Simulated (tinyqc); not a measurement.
Hueckel theory of the pi electrons with the omega technique, for the molecule C=CC(=C)C(=C)C=O (SMILES; centres numbered as the heavy atoms are written), step by step. Computed by tinyqc, a small Python program that keeps every step. Settings: charge = 0, omega = 1.0, damping = 0.5. Command: `OMP_NUM_THREADS=1 python tinyqc.py 28130 28131 out.jsonl` (the two numbers bound the seeds that draw the settings). One thread of a shared host (Intel(R) Xeon(R) Processor @ 2.60GHz), about 0.02 s of CPU time with the checks.

## The Hueckel matrix

Centres:

| centre | z_r, pi electrons of the neutral centre | h |
|---|---|---|
| 1C | 1 | 0.00000 |
| 2C | 1 | 0.00000 |
| 3C | 1 | 0.00000 |
| 4C | 1 | 0.00000 |
| 5C | 1 | 0.00000 |
| 6C | 1 | 0.00000 |
| 7C | 1 | 0.00000 |
| 8O | 1 | 0.95000 |

Bonds:

| i | j | k |
|---|---|---|
| 1 | 2 | 1 |
| 2 | 3 | 1 |
| 3 | 4 | 1 |
| 3 | 5 | 1 |
| 5 | 6 | 1 |
| 5 | 7 | 1 |
| 7 | 8 | 1 |

H_rr = alpha + h_r beta, H_rs = k_rs beta for bonded centres.

Hueckel matrix in units of beta (H = alpha + beta A), lower triangle:
```
         1C       2C       3C       4C       5C       6C       7C       8O
1C  0.00000
2C  1.00000  0.00000
3C  0.00000  1.00000  0.00000
4C  0.00000  0.00000  1.00000  0.00000
5C  0.00000  0.00000  1.00000  0.00000  0.00000
6C  0.00000  0.00000  0.00000  0.00000  1.00000  0.00000
7C  0.00000  0.00000  0.00000  0.00000  1.00000  0.00000  0.00000
8O  0.00000  0.00000  0.00000  0.00000  0.00000  0.00000  1.00000  0.95000
```

## Orbitals, round 1

pi electrons, sum of z_r less the charge = 8

Diagonalise; E = alpha + x beta with beta < 0, so the largest x are filled first; degenerate levels share their electrons. P = sum n_i c_ri c_si; each orbital has its largest coefficient positive (the first on a tie).

x values: 2.14746  1.59777  0.98972  0.53356  -0.33272  -0.62034  -1.28575  -2.07970

occupations: 2.00000  2.00000  2.00000  2.00000  0.00000  0.00000  0.00000  0.00000

coefficients:
```
        MO1       MO2       MO3       MO4       MO5       MO6       MO7       MO8
1C  0.13431  -0.24994   0.44631  -0.46867   0.10871   0.55075  -0.39678   0.16752
2C  0.28842  -0.39935   0.44172  -0.25006  -0.03617  -0.34166   0.51016  -0.34840
3C  0.48506  -0.38813  -0.00913   0.33525  -0.09668  -0.33881  -0.25916   0.55705
4C  0.22587  -0.24292  -0.00922   0.62832   0.29057   0.54616   0.20156  -0.26785
5C  0.52735   0.02213  -0.44153  -0.19939  -0.22223   0.00567  -0.37852  -0.54224
6C  0.24557   0.01385  -0.44612  -0.37369   0.66791  -0.00914   0.29439   0.26073
7C  0.40183   0.40964   0.01825  -0.06794  -0.49730   0.34443   0.45144   0.30991
8O  0.33557   0.63238   0.45960   0.16314   0.38769  -0.21934  -0.20192  -0.10229
```

charge and bond-order matrix P, lower triangle:
```
          1C        2C        3C        4C        5C        6C       7C       8O
1C   0.99870
2C   0.90578   1.00063
3C   0.00192   0.41407   0.99680
4C  -0.41508   0.00192   0.82915   1.00981
5C  -0.07663  -0.00382   0.36878  -0.01494   1.02658
6C   0.01111  -0.07663  -0.01494  -0.35717   0.80258   0.79832
7C  -0.01686  -0.04529   0.02595  -0.10320   0.45291   0.24319  0.66844
8O   0.03134   0.01292  -0.06436   0.04089  -0.08899  -0.34967  0.78239  1.50071
```

## Omega technique, round 1

h_r = h_r(0) + omega q_r, omega = 1, with q_r = z_r - P_rr; 0.5 of the old diagonal is kept.

matrix after round 1, lower triangle:
```
         1C        2C       3C        4C        5C       6C       7C       8O
1C  0.00065
2C  1.00000  -0.00031
3C  0.00000   1.00000  0.00160
4C  0.00000   0.00000  1.00000  -0.00491
5C  0.00000   0.00000  1.00000   0.00000  -0.01329
6C  0.00000   0.00000  0.00000   0.00000   1.00000  0.10084
7C  0.00000   0.00000  0.00000   0.00000   1.00000  0.00000  0.16578
8O  0.00000   0.00000  0.00000   0.00000   0.00000  0.00000  1.00000  0.69964
```

## Orbitals, round 2

As before.

x values: 2.15395  1.54190  0.95112  0.54024  -0.29842  -0.61639  -1.25759  -2.06480

occupations: 2.00000  2.00000  2.00000  2.00000  0.00000  0.00000  0.00000  0.00000

coefficients:
```
        MO1       MO2       MO3       MO4       MO5       MO6       MO7       MO8
1C  0.13444  -0.28036   0.42654  -0.47162   0.09876   0.54407  -0.40378   0.17367
2C  0.28949  -0.43210   0.40541  -0.25448  -0.02954  -0.33571   0.50805  -0.35872
3C  0.48919  -0.38604  -0.04082   0.33406  -0.08995  -0.33724  -0.23498   0.56689
4C  0.22660  -0.24957  -0.04270   0.61280   0.30648   0.55152   0.18758  -0.27520
5C  0.53682   0.08706  -0.40147  -0.17838  -0.24995  -0.00739  -0.39975  -0.53751
6C  0.26147   0.06041  -0.47217  -0.40597   0.62604   0.01031   0.29427   0.24820
7C  0.41276   0.46102   0.12580  -0.02683  -0.46482   0.33139   0.43811   0.28761
8O  0.28382   0.54736   0.50027   0.16833   0.46572  -0.25181  -0.22384  -0.10404
```

charge and bond-order matrix P, lower triangle:
```
          1C        2C        3C        4C        5C        6C       7C       8O
1C   1.00208
2C   0.90601   0.99927
3C  -0.00194   0.41372   1.00319
4C  -0.41358   0.00036   0.82730   0.98196
5C  -0.07871   0.00083   0.37159   0.01549   0.97751
6C   0.01656  -0.07705  -0.02352  -0.36890   0.81520   0.91953
7C  -0.01489  -0.04378   0.01970  -0.08668   0.43199   0.17454  0.79892
8O   0.03739   0.01124  -0.07329   0.01900  -0.06171  -0.39454  0.85583  1.31753
```

## Omega technique, round 2

As before.

matrix after round 2, lower triangle:
```
          1C       2C        3C       4C       5C       6C       7C       8O
1C  -0.00071
2C   1.00000  0.00021
3C   0.00000  1.00000  -0.00080
4C   0.00000  0.00000   1.00000  0.00657
5C   0.00000  0.00000   1.00000  0.00000  0.00460
6C   0.00000  0.00000   0.00000  0.00000  1.00000  0.09065
7C   0.00000  0.00000   0.00000  0.00000  1.00000  0.00000  0.18343
8O   0.00000  0.00000   0.00000  0.00000  0.00000  0.00000  1.00000  0.66606
```

## Convergence

Each round sets h_r = h_r(0) + omega (z_r - P_rr), keeping the share named as damping of the old diagonal; repeat until output and input diagonals agree to 1e-6.

Rounds:

| round | sum n x | largest \|h(out) - h(in)\| |
|---|---|---|
| 1 | 10.53702 | 5.01e-01 |
| 2 | 10.37440 | 6.72e-02 |
| 3 | 10.36109 | 1.27e-02 |
| 4 | 10.35921 | 3.24e-03 |
| 5 | 10.35890 | 1.16e-03 |
| 6 | 10.35882 | 5.28e-04 |
| 7 | 10.35879 | 2.34e-04 |
| 8 | 10.35878 | 1.03e-04 |
| 9 | 10.35878 | 4.52e-05 |
| 10 | 10.35878 | 2.00e-05 |
| 11 | 10.35878 | 8.87e-06 |
| 12 | 10.35878 | 3.97e-06 |
| 13 | 10.35878 | 1.78e-06 |
| 14 | 10.35878 | 8.07e-07 |

Converged in 14 rounds.

## Energy, charges, bond orders

final x values: 2.16049  1.53389  0.94239  0.54261  -0.30598  -0.61376  -1.25315  -2.05650

occupations: 2.00000  2.00000  2.00000  2.00000  0.00000  0.00000  0.00000  0.00000

final P, lower triangle:
```
          1C        2C        3C        4C        5C        6C       7C       8O
1C   0.99905
2C   0.90601   0.99986
3C   0.00155   0.41371   0.99837
4C  -0.41379  -0.00096   0.82750   0.99298
5C  -0.07851   0.00040   0.37145   0.01081   0.98827
6C   0.01322  -0.07733  -0.01977  -0.36838   0.81540   0.90996
7C  -0.01353  -0.04345   0.01713  -0.08772   0.43203   0.16194  0.81864
8O   0.03750   0.01107  -0.07367   0.02161  -0.06385  -0.39817  0.86266  1.29289
```

E = sum n x; q_r = z_r - P_rr; bond order p = P_rs; free valence = sqrt(3) - sum of p over the bonds of the atom.

pi energy = 8 alpha + this times beta = 10.35878

pi charges: 1C 0.00095, 2C 0.00014, 3C 0.00163, 4C 0.00702, 5C 0.01173, 6C 0.09004, 7C 0.18136, 8O -0.29289

Bond orders and lengths from R = 1.517 - 0.180 p (angstrom, C-C alone):

| bond | p | R |
|---|---|---|
| 1-2 | 0.90601 | 1.35392 |
| 2-3 | 0.41371 | 1.44253 |
| 3-4 | 0.82750 | 1.36805 |
| 3-5 | 0.37145 | 1.45014 |
| 5-6 | 0.81540 | 1.37023 |
| 5-7 | 0.43203 | 1.43924 |
| 7-8 | 0.86266 | - |

free valence of the carbons: 1C 0.82604, 2C 0.41233, 3C 0.11939, 4C 0.90456, 5C 0.11317, 6C 0.91665, 7C 0.43737

gap between the highest filled and the next level = 0.84860 |beta|
